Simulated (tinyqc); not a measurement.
Stress in a transistor channel from embedded alloy regions, liners and fins, by half-space elasticity. Changing the length of each stressor S. Computed by tinyqc, a small Python program. Command: `OMP_NUM_THREADS=1 python tinyqc.py 3005812 3005813 out.jsonl stressor sweep`. One thread of a shared host (Intel(R) Xeon(R) Processor @ 2.30GHz), about 0.04 s of CPU time with the checks.

Plane strain in an isotropic half-space, the same constants everywhere; x along the channel from its centre, y downwards from the free surface; stress is positive in tension.

Inputs (values chosen for the exercise, modelled on silicon):
```
quantity                          value  unit
alloy fraction x                   0.02     -
lattice change per unit x, beta  -0.448     -
Young's modulus E                   172   GPa
Poisson ratio nu                   0.25     -
channel length L                     30    nm
recess depth d                       35    nm
depth of the field point y          2.6    nm
```

Stressor: Si(1-x)C(x) source and drain.

Method. Misfit e = beta x. A fully constrained inclusion holds the stress -p with p = E e/(1 - 2 nu); a blanket film would hold -E e/(1 - nu) in the plane. A line element dA of misfit at (a, c) in the half-space gives, with C = E e/(2 pi (1 - nu)), X = x - a, r1^2 = X^2 + (y - c)^2, r2^2 = X^2 + Y^2, Y = y + c: s_xx = -C dA {[X^2 - (y - c)^2]/r1^4 + 3 [X^2 - Y^2]/r2^4 + 4 y Y (Y^2 - 3 X^2)/r2^6}, s_yy = C dA {[X^2 - (y - c)^2]/r1^4 - [X^2 - Y^2]/r2^4 + 4 y Y (Y^2 - 3 X^2)/r2^6}. These are integrated over two rectangles, L/2 < |a| < L/2 + S, 0 < c < d (closed form in a, 200 Gauss-Legendre points in c).

One run for each value:
```
length of each stressor S (nm)  s_xx (MPa)  s_xx over the blanket-film stress
10                                     368                              0.179
18                                     652                              0.317
32                                    1049                              0.511
56                                    1490                              0.725
100                                   1900                              0.925
180                                   2204                              1.073
320                                   2396                              1.166
560                                   2509                              1.221
1000                                  2578                              1.254
```

Describe and explain the trends.

Over the rows, s_xx (MPa) rises from 368 to 2580 (exponent d ln y / d ln x 0.97 between the first rows and 0.047 between the last); s_xx over the blanket-film stress rises from 0.179 to 1.25 (exponent d ln y / d ln x 0.97 between the first rows and 0.047 between the last). The stress approaches its limit slowly as S grows beyond d and L, since the far wall matters less and less.
